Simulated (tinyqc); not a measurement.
What moves the results: exciton in an atomically thin sheet (Rytova-Keldysh potential). A value that a table varies takes the place of the one given here.

Relative motion in the plane with V(k) = -2 pi q/(k (kap + r0 k)), q = e^2/(4 pi eps0), c = hbar^2/2m0. Normalised Gaussians exp(-a_i r^2): with A = a_i + a_j, S_ij = 2 sqrt(a_i a_j)/A, T_ij = (4c/mu)(a_i a_j/A) S_ij, V_ij = -q S_ij times the integral over k from 0 to infinity of exp(-k^2/4A)/(kap + r0 k).

Converged values use 20 Gaussians with exponents 2^i/b^2, i = -11 to 8, b the larger of a0 kap/(2 mu) and sqrt(a0 r0/mu), a0 = 0.5291772 angstrom; p states use r exp(i theta) exp(-a r^2).

Constants: hbar^2/2m0 = 3.80998211 eV angstrom^2; e^2/(4 pi eps0) = 14.39964547 eV angstrom; Ry = 13.60569312 eV.

Inputs chosen for the exercise (near those of a MoTe2 monolayer; not measured data):
- r0 = 77.9 angstrom (screening length of the sheet)
- kaps = (1, 1.5, 2.45, 3.5, 4.5, 7, 12) (surroundings)
- me = 0.585 m0 (electron mass)
- mh = 0.614 m0 (hole mass)
- kap = 2.45 (mean dielectric constant of the surroundings)
- Eg = 1.382 eV (gap, in these surroundings)

## Dielectric surroundings

mu = 0.299575 m0

Converged 1s and 2s bindings; the hydrogen value is 4 Ry mu/kap^2.

Bindings (meV):
```
kap      1s     2s  2s line - 1s line  hydrogen 1s  1s/2s
1.00  360.4  188.1              172.3        16304   1.92
1.50  295.5  137.5              158.0         7246   2.15
2.45  222.4   86.9              135.6         2716   2.56
3.50  174.3   58.3              116.0         1331   2.99
4.50  143.4   42.5              100.9          805   3.37
7.00   96.5   22.8               73.7          333   4.24
12.0   53.3    9.6               43.7          113   5.56
```

The 1s binding falls by a factor 6.8 where the hydrogen model gives 144; the local exponent d ln E/d ln kap moves from -0.49 to -1.10, towards -2. The ratio 1s/2s climbs from 1.9 to 5.6, towards the hydrogen value 9, as r0/kap shrinks from 77.9 to 6.5 angstrom.

## What each parameter does

1/mu = 1/me + 1/mh; converged values. Eg is held fixed when kap or r0 changes: the shrinking of the gap by stronger screening, which offsets most of the shift of the 1s line, is left out. Each row changes one parameter from the base and keeps the others.

Results:
```
case                1s binding (meV)  2s - 1s (meV)  2s - 2p (meV)  1s line (eV)
base                           222.4          135.6           22.9         1.160
me = 0.702 m0                  228.8          137.8           23.6         1.153
mh = 0.491 m0                  214.3          132.6           21.9         1.168
kap = 3.92                     160.0          109.3           15.0         1.222
r0 = 93.5 angstrom             196.2          116.8           20.3         1.186
Eg = 1.45 eV                   222.4          135.6           22.9         1.228
```

The largest shifts from the base row, up to three for each result and ties (the steps differ in size, so this ranks the rows, not the parameters). 1s binding (meV): kap -62.4, r0 -26.2, mh -8.1; unchanged at the printed digits by Eg. 2s - 1s (meV): kap -26.3, r0 -18.8, mh -3.0; unchanged at the printed digits by Eg. 2s - 2p (meV): kap -7.8, r0 -2.6, mh -1.0; unchanged at the printed digits by Eg. 1s line (eV): Eg +0.068, kap +0.062, r0 +0.026.

Run: tinyqc, `OMP_NUM_THREADS=1 python tinyqc.py 1251868 1251869 out.jsonl`; Intel(R) Xeon(R) Processor @ 2.30GHz, one thread, shared host; about 0.01 s of CPU time with all checks.
